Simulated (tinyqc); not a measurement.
Worked calculation: Hueckel theory of the pi electrons, for the molecule c1ccc2ccccc2c1 (SMILES; centres numbered as the heavy atoms are written). One step of it, computed by the program tinyqc.

Task: Orbitals. Diagonalise; E = alpha + x beta with beta < 0, so the largest x are filled first; degenerate levels share their electrons. P = sum n_i c_ri c_si; each orbital has its largest coefficient positive (the first on a tie).

Hueckel matrix in units of beta (H = alpha + beta A):
```
           1C        2C        3C        4C        5C        6C        7C        8C
1C   0.000000  1.000000  0.000000  0.000000  0.000000  0.000000  0.000000  0.000000
2C   1.000000  0.000000  1.000000  0.000000  0.000000  0.000000  0.000000  0.000000
3C   0.000000  1.000000  0.000000  1.000000  0.000000  0.000000  0.000000  0.000000
4C   0.000000  0.000000  1.000000  0.000000  1.000000  0.000000  0.000000  0.000000
5C   0.000000  0.000000  0.000000  1.000000  0.000000  1.000000  0.000000  0.000000
6C   0.000000  0.000000  0.000000  0.000000  1.000000  0.000000  1.000000  0.000000
7C   0.000000  0.000000  0.000000  0.000000  0.000000  1.000000  0.000000  1.000000
8C   0.000000  0.000000  0.000000  0.000000  0.000000  0.000000  1.000000  0.000000
9C   0.000000  0.000000  0.000000  1.000000  0.000000  0.000000  0.000000  1.000000
10C  1.000000  0.000000  0.000000  0.000000  0.000000  0.000000  0.000000  0.000000

           9C       10C
1C   0.000000  1.000000
2C   0.000000  0.000000
3C   0.000000  0.000000
4C   1.000000  0.000000
5C   0.000000  0.000000
6C   0.000000  0.000000
7C   0.000000  0.000000
8C   1.000000  0.000000
9C   0.000000  1.000000
10C  1.000000  0.000000
```

pi electrons, sum of z_r less the charge = 10

Give: x values; occupations; coefficients; charge and bond-order matrix P.

Result:

x values: 2.303  1.618  1.303  1.000  0.618  -0.618  -1.000  -1.303  -1.618  -2.303

occupations: 2.000  2.000  2.000  2.000  2.000  0.000  0.000  0.000  0.000  0.000

coefficients:
```
       MO1     MO2     MO3     MO4     MO5     MO6     MO7     MO8
1C   0.231   0.425  -0.174   0.408  -0.263  -0.263   0.408  -0.174
2C   0.231   0.425   0.174   0.408   0.263  -0.263  -0.408  -0.174
3C   0.301   0.263   0.400   0.000   0.425   0.425   0.000   0.400
4C   0.461   0.000   0.347  -0.408   0.000   0.000   0.408  -0.347
5C   0.301  -0.263   0.400   0.000  -0.425  -0.425   0.000   0.400
6C   0.231  -0.425   0.174   0.408  -0.263   0.263  -0.408  -0.174
7C   0.231  -0.425  -0.174   0.408   0.263   0.263   0.408  -0.174
8C   0.301  -0.263  -0.400   0.000   0.425  -0.425   0.000   0.400
9C   0.461   0.000  -0.347  -0.408   0.000   0.000  -0.408  -0.347
10C  0.301   0.263  -0.400   0.000  -0.425   0.425   0.000   0.400

        MO9    MO10
1C    0.425  -0.231
2C   -0.425   0.231
3C    0.263  -0.301
4C    0.000   0.461
5C   -0.263  -0.301
6C    0.425   0.231
7C   -0.425  -0.231
8C    0.263   0.301
9C    0.000  -0.461
10C  -0.263   0.301
```

charge and bond-order matrix P:
```
         1C      2C      3C      4C      5C      6C      7C      8C
1C    1.000   0.603   0.000  -0.241   0.000   0.156   0.000  -0.170
2C    0.603   1.000   0.725   0.000  -0.170   0.000   0.156   0.000
3C    0.000   0.725   1.000   0.555   0.000  -0.170   0.000   0.085
4C   -0.241   0.000   0.555   1.000   0.555   0.000  -0.241   0.000
5C    0.000  -0.170   0.000   0.555   1.000   0.725   0.000  -0.362
6C    0.156   0.000  -0.170   0.000   0.725   1.000   0.603   0.000
7C    0.000   0.156   0.000  -0.241   0.000   0.603   1.000   0.725
8C   -0.170   0.000   0.085   0.000  -0.362   0.000   0.725   1.000
9C    0.000  -0.241   0.000   0.518   0.000  -0.241   0.000   0.555
10C   0.725   0.000  -0.362   0.000   0.085   0.000  -0.170   0.000

         9C     10C
1C    0.000   0.725
2C   -0.241   0.000
3C    0.000  -0.362
4C    0.518   0.000
5C    0.000   0.085
6C   -0.241   0.000
7C    0.000  -0.170
8C    0.555   0.000
9C    1.000   0.555
10C   0.555   1.000
```
